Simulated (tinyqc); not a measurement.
Monte Carlo simulation of one carrier in a uniform electric field: one step, computed by the program tinyqc. Command: `OMP_NUM_THREADS=1 python tinyqc.py 3013320 3013321 out.jsonl mcfl walk`. One thread of a shared host (Intel(R) Xeon(R) Processor @ 2.30GHz), about 1 s of CPU time with the checks.

The force e F acts along +z. Flights end at the constant total rate Gamma; the part of Gamma that the real rates do not fill is self-scattering, which leaves k unchanged. One valley, no impurities; equivalent final valleys enter only through Z_f in the optical rate.

Task: Flight 2. Kane band: hbar^2 k^2/(2 m) = E (1 + alpha E), speed v = hbar k/(m (1 + 2 alpha E)), states per spin, volume and energy g(E) = m k (1 + 2 alpha E)/(2 pi^2 hbar^2); overlap factors are set to 1. Masses are multiplied by m_0 and all formulas are in SI units. Flight: t = -ln(r1)/Gamma; k_z grows by e F t/hbar; E follows from the band; dz = (E_end - E_start)/(e F). Use row 2 of the random numbers.

Inputs (values chosen for the exercise, modelled on electrons in silicon):

| quantity | value | unit |
|---|---|---|
| effective mass m | 0.313 | m_0 |
| non-parabolicity alpha | 0.5 | 1/eV |
| lattice temperature T | 300 | K |
| electric field F | 36 | kV/cm |

Crystal: non-polar. Band: Kane.

k after event 1, the start of the next flight (1/nm): 0.2100000  -0.1300000  -0.0908381

Random numbers (0.02 to 0.98, from up to 60 sets tried for early real events), one row a flight:
```
       r1      r2      r3      r4
1  0.2403  0.5005  0.5438  0.1594
2  0.7890  0.1566  0.0236  0.6204
3  0.3881  0.1253  0.1016  0.0704
4  0.2940  0.0654  0.3212  0.3867
5  0.0970  0.7568  0.7986  0.2788
6  0.8098  0.8369  0.3758  0.3344
7  0.5984  0.8970  0.9784  0.0838
```

Gamma = 87.46541 1e12/s

Constants: e = 1.602176634e-19 C; hbar = 1.054571817e-34 J s; m_0 = 9.1093837015e-31 kg.

Give: flight time t; k at the end of the flight; energy at the end; displacement dz.

Result:

flight time t = 2.7095 fs

k at the end of the flight (1/nm): 0.21000  -0.13000  -0.07602

energy at the end = 8.0959 meV

displacement dz = -0.082924 nm
